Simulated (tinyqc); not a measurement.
Chemical-mechanical planarisation: Preston law, pattern density and step-height reduction. Inputs raised by 10 %, one at a time. Computed by tinyqc, a small Python program. Command: `OMP_NUM_THREADS=1 python tinyqc.py 3012039 3012040 out.jsonl cmp sens`. One thread of a shared host (Intel(R) Xeon(R) Processor @ 2.30GHz), about 0.01 s of CPU time with the checks.

A row of 10 cells, repeated periodically, holds raised features that cover a share rho of each cell.

Inputs (values chosen for the exercise, close to those used for copper polishing):

| quantity | value | unit |
|---|---|---|
| Preston coefficient K | 1.2e-13 | 1/Pa |
| pressure P | 40 | kPa |
| platen and carrier speed | 60 | rpm |
| distance between the centres | 17 | cm |
| initial step height h0 | 480 | nm |
| contact height h_c | 61 | nm |
| film above the raised areas z0 | 730 | nm |
| cell size | 1.3 | mm |
| planarisation length | 1.6 | mm |
| polish time t | 52 | s |

local pattern densities, cell by cell: 0.7  0.8  0.7  0.7  0.3  0.9  0.7  0.8  0.1  0.7

Method:
- With equal rotation speeds the relative speed is uniform, v = omega r_c; Preston rate R0 = K P v.
- The stiff pad averages the density: rho_eff(i) = sum_j w_ij rho_j / sum_j w_ij, w = exp(-2 d^2/L^2), L the planarisation length and d the distance between cell centres, summed over all periodic images of cell j.
- While h > h_c only raised areas polish, at R0/rho_eff, until t_c = rho_eff (h0 - h_c)/R0. After that h = h_c exp(-(t - t_c)/tau), tau = rho_eff h_c/R0; low areas polish at R0 (1 - h/h_c) and raised areas at R0 [1 + (1 - rho_eff) h/(rho_eff h_c)]. Removed from raised areas after t_c: h0 - h_c + R0 (t - t_c) + (1 - rho_eff)(h_c - h); from low areas: R0 (t - t_c) - rho_eff (h_c - h). Film left = z0 less the removal from raised areas.

Runs:

| input moved | from | to | range of film left across the row (nm) | largest remaining step (nm) | thinnest film left (nm) | blanket rate R0 (nm/s) |
|---|---|---|---|---|---|---|
| base run | - | - | 240.11 | 131.38 | 141.27 | 5.1271 |
| Preston coefficient K (1/Pa) | 1.2e-13 | 1.32e-13 | 231.96 | 96.52 | 114.56 | 5.6398 |
| pressure P (kPa) | 40 | 44 | 231.96 | 96.52 | 114.56 | 5.6398 |
| initial step height h0 (nm) | 480 | 528 | 272.25 | 179.38 | 109.13 | 5.1271 |
| contact height h_c (nm) | 61 | 67.1 | 240.06 | 131.38 | 141.32 | 5.1271 |
| planarisation length (mm) | 1.6 | 1.76 | 219.24 | 128.69 | 159.45 | 5.1271 |
| cell size (mm) | 1.3 | 1.43 | 268.45 | 140.22 | 121.77 | 5.1271 |
| platen and carrier speed (rpm) | 60 | 66 | 231.96 | 96.52 | 114.56 | 5.6398 |

Exponents ln(y'/y) / ln(x'/x):

| input | range of film left across the row | largest remaining step | thinnest film left | blanket rate R0 |
|---|---|---|---|---|
| Preston coefficient K | -0.362 | -3.235 | -2.199 | 1 |
| pressure P | -0.362 | -3.235 | -2.199 | 1 |
| initial step height h0 | 1.318 | 3.267 | -2.708 | 0 |
| contact height h_c | -0.002 | 0.000 | 0.004 | 0 |
| planarisation length | -0.954 | -0.217 | 1.270 | 0 |
| cell size | 1.170 | 0.684 | -1.558 | 0 |
| platen and carrier speed | -0.362 | -3.235 | -2.199 | 1 |

To which inputs is each result most sensitive?

Among the inputs moved here: range of film left across the row answers most in size to initial step height h0 (exponent +1.318), next to cell size (+1.170). Largest remaining step answers most in size to initial step height h0 (exponent +3.267), and about equally to Preston coefficient K (-3.235), pressure P (-3.235), platen and carrier speed (-3.235); its exponent is below 0.0005 for contact height h_c. Thinnest film left answers most in size to initial step height h0 (exponent -2.708), next to Preston coefficient K (-2.199). Blanket rate R0 answers most in size to Preston coefficient K (exponent +1.000), and about equally to pressure P (+1.000), platen and carrier speed (+1.000); its exponent is below 0.0005 for initial step height h0, contact height h_c, planarisation length, cell size. Its exponent +1.000 in pressure P: Preston's law. Its exponent +1.000 in platen and carrier speed: Preston's law.

Extremes, crossings and ranges named in words are read from the listed rows.
